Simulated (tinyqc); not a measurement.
From lone donors to an impurity band: impurity band of shallow donors (Hubbard estimate).

Constants: e^2/(4 pi eps0) = 14.39964547 eV angstrom.

Values chosen for the exercise (out of a larger set: near those of two donors in Si; not measured data): a = 20 angstrom (orbital radius); eps = 11.7 (dielectric constant); Ns = (0.027, 0.066, 0.16, 0.4, 0.93, 2, 4) x 1e18/cm^3 (donor densities).

Donors on a simple cubic lattice of spacing R = N^(-1/3) (1/angstrom^3 = 1e24/cm^3), Ha* = q/(eps a), q = e^2/(4 pi eps0), x = R/a. Hopping t = Ha* (1 + x) exp(-x), band width B = 12 t, on-site repulsion U = (5/8) Ha*; the gap closes near B/U = 1.15. Valley factors and disorder are left out.

Results:

| N (1e18/cm^3) | R (angstrom) | N^(1/3) a | t (meV) | B (meV) | B/U |
|---|---|---|---|---|---|
| 0.027 | 333.3 | 0.060 | 6.28e-05 | 0.000754 | 1.96e-05 |
| 0.16 | 184.2 | 0.109 | 0.0628 | 0.754 | 0.0196 |
| 0.40 | 135.7 | 0.147 | 0.541 | 6.49 | 0.169 |
| 0.93 | 102.4 | 0.195 | 2.25 | 27.0 | 0.701 |
| 2.0 | 79.4 | 0.252 | 5.78 | 69.3 | 1.80 |
| 4.0 | 63.0 | 0.317 | 10.9 | 131 | 3.41 |

Give the missing row, N (1e18/cm^3) = 0.066.

Computed row:
```
N (1e18/cm^3)  R (angstrom)  N^(1/3) a  t (meV)  B (meV)      B/U
0.066                 247.4      0.081  0.00348   0.0418  0.00109
```

B/U passes 1.15 between 0.93 and 2 x 1e18/cm^3; the root is x = 4.52, N^(1/3) a = 0.221, N = 1.3 x 1e18/cm^3, below the 2.2 that the empirical rule N^(1/3) a = 0.26 gives; the estimate is rough, since random positions, the overlap of the orbitals and screening are left out. While N grows by 148 times, t grows by 1.74e+05 times.

Computed by tinyqc, a small Python program: `OMP_NUM_THREADS=1 python tinyqc.py 1280226 1280227 out.jsonl` (the numbers bound the seed that draws the inputs); one thread of a shared host (Intel(R) Xeon(R) Processor @ 2.30GHz), about 0.01 s for the whole set of steps.
